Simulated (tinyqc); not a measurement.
Hubbard chain of 3 sites, step by step. One step of it, computed by the program tinyqc.

Problem. Mean-field iteration 2. H(up) = T + U n(down), H(down) = T + U n(up); fill the lowest levels; n(new) = n + mixing (n(out) - n); E = tr T (rho up + rho down) + U sum n_up n_down of the output.

one-body matrix (hopping and site energies) (eV), order 1, 2, 3:
```
[[0.000000, -0.760000, 0.000000],
 [-0.760000, 0.000000, -0.760000],
 [0.000000, -0.760000, 0.000000]]
```

U = 6.900000 eV

electrons, up and down: [1, 1]

mixing = 1

n(up) after iteration 1: [0.250000, 0.500000, 0.250000]

n(down) after iteration 1: [0.250000, 0.500000, 0.250000]

Give: levels, up; levels, down; energy; n(up) after iteration 2; n(down) after iteration 2.

Solution.

levels, up (eV): [1.2094, 1.7250, 3.9656]

levels, down (eV): [1.2094, 1.7250, 3.9656]

energy = 0.8449 eV

n(up) after iteration 2: [0.4065, 0.1871, 0.4065]

n(down) after iteration 2: [0.4065, 0.1871, 0.4065]
